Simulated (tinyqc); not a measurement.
Inside a calculation. Model: Landau-Devonshire theory of a uniaxial ferroelectric. Computed by tinyqc, a small Python program that keeps every step. Command: `OMP_NUM_THREADS=1 python tinyqc.py 3008557 3008558 out.jsonl ferro walk`. One thread of a shared host (Intel(R) Xeon(R) Processor @ 2.30GHz), about 0.01 s of CPU time with the checks. Intermediate numbers are printed to about 5 digits and carried at full precision; extremes and crossings named in words are read from the listed rows.

G(P) = (alpha/2) P^2 + (beta*/4) P^4 + (gamma/6) P^6 - E P per volume, SI units, one domain, P along the polar axis, which is normal to the film.

Inputs (values chosen for the exercise, modelled on lead titanate): alpha_0 = 777000 J m/(C^2 K); Curie-Weiss temperature T0 = 752 K; beta = -2.82e+08 J m^5/C^4; gamma = 1.59e+09 J m^9/C^6; temperature T = 624 K; misfit strain u_m = -0.0032; electrostriction Q12 = -0.026 m^4/C^2; compliance s11 + s12 = 5.5e-12 m^2/N; applied field E = 78 MV/m; film thickness d = 3.9 nm; screening length lambda = 0.028 nm; background permittivity eps_b = 8; gradient coefficient g = 8.9e-10 J m^3/C^2; series capacitance C_d = 4.5 microfarad/cm^2; start of Newton steps P0/Ps = 1.

Sample: epitaxial film.

Constants: eps_0 = 8.8541878128e-12 F/m.

## Coefficients at T

alpha = alpha_0 (T - T0*), with clamping: T0* = T0 + 4 Q12 u_m/(alpha_0 (s11 + s12)), beta* = beta + 4 Q12^2/(s11 + s12).

T0* = 829.88 K

alpha = -1.5997e+08 J m/C^2

beta* = 2.0964e+08 J m^5/C^4

Compression raises T0 by 78 K. beta* > 0: the transition is of second order, although the free crystal has a first-order one.

## Spontaneous polarisation, susceptibility, coercive field

Ps^2 = [-beta* + sqrt(beta*^2 - 4 alpha gamma)]/(2 gamma). chi = 1/(eps_0 G''), G'' = alpha + 3 beta* P^2 + 5 gamma P^4 at Ps. Ps, chi and the coercive field are for perfect screening, without a depolarising field. The intrinsic coercive field is |alpha P + beta* P^3 + gamma P^5| at the P_c where G'' = 0. 1 C/m^2 = 100 microcoulomb/cm^2.

spontaneous polarisation Ps = 50.798 microcoulomb/cm^2

susceptibility chi = 212.43

well depth G(Ps) = -12.596 MJ/m^3

P_c = 32.819 microcoulomb/cm^2

intrinsic coercive field = 39.035 MV/m

P_c/Ps = 0.646, above the 0.577 of a quartic well, as the sixth-order term matters. Real switching runs by domain nucleation at far lower fields.

## Polarisation in the field by Newton steps

Solve G'(P) = alpha P + beta* P^3 + gamma P^5 - E = 0 by P(new) = P - G'/G'' from P0; stop when the step is below 1e-11 C/m^2 (G' under 1e-6 MV/m is shown as 0).

Newton steps:
```
step  P (microcoulomb/cm^2)    G' (MV/m)  G'' (MJ m/C^2)
1                    50.798  -7.8000e+01           531.7
2                    65.468   6.7329e+01          1570.1
3                    61.180   8.4252e+00          1189.2
4                    60.472   1.9988e-01          1133.1
5                    60.454   1.2121e-04          1131.7
6                    60.454            0          1131.7
```

P at the end of the steps = 60.454 microcoulomb/cm^2

1/(eps_0 G'') there = 99.793

The linear estimate Ps + eps_0 chi E gives 65.468; the field lowers chi by 53.0 %.

## The 180-degree wall

With the term (g/2) (dP/dx)^2, (g/2) P'^2 = G(P) - G(Ps) across the wall: energy = int_(-Ps)^(Ps) sqrt(2 g [G(P) - G(Ps)]) dP (40 Gauss-Legendre points); width = 2 Ps over the slope at P = 0, sqrt(2 |G(Ps)|/g). Elastic coupling inside the wall is left out.

wall energy = 104.95 mJ/m^2

wall width = 6.0386 nm

## A capacitor with imperfect screening

Between shorted electrodes with screening length lambda each, the depolarising field is -k P, k = 2 lambda/(eps_0 (d + 2 lambda eps_b)), so alpha turns into alpha + k. The polar state is the lowest uniform state while alpha + k < 0 (beta* > 0) or < 3 beta*^2/(16 gamma) (beta* < 0); setting the equality gives the critical thickness d_c.

depolarising coefficient k = 1.4546e+09 J m/C^2

polarisation of the film = 0 microcoulomb/cm^2

size of the depolarising field = 0 MV/m

critical thickness d_c = 39.090 nm

The film is thinner than d_c, so the uniform polar state is not the lowest one; a real film may break into domains or be non-polar.

## Thickness series

Domains are left out, though they can pre-empt both the loss of P and the state at P = 0. The second and third columns are for the shorted capacitor, polar only where it is the lowest uniform state: alpha + k < 0 (beta* > 0) or < 3 beta*^2/(16 gamma) (beta* < 0). The last column is another circuit, the film in series with C_d at P = 0: 1/C = (alpha d)/(1 + alpha eps_0 eps_b) + 1/C_d, and P = 0 is locally stable while 1/C > 0; a dash marks the rest.

Against thickness:
```
d (nm)  P (microcoulomb/cm^2)  depolarising field (MV/m)  C of the stack / C_d
1                       0.000                      0.000                1.0073
2                       0.000                      0.000                1.0148
3                       0.000                      0.000                1.0223
5                       0.000                      0.000                1.0378
8                       0.000                      0.000                1.0619
15                      0.000                      0.000                1.1226
30                      0.000                      0.000                1.2795
60                     36.323                     38.005                1.7757
150                    46.290                     19.460                     -
```

The polar state appears between 30 and 60 nm (d_c = 39.1 nm), and at 150 nm P is 91.1 % of Ps. The stack exceeds C_d wherever it is stable, up to 1.78 times: the ferroelectric held at P = 0 acts as a negative capacitance.

Checks made by the program: Ps against a numerical root of G'(P)/P (relative difference below 1e-10).
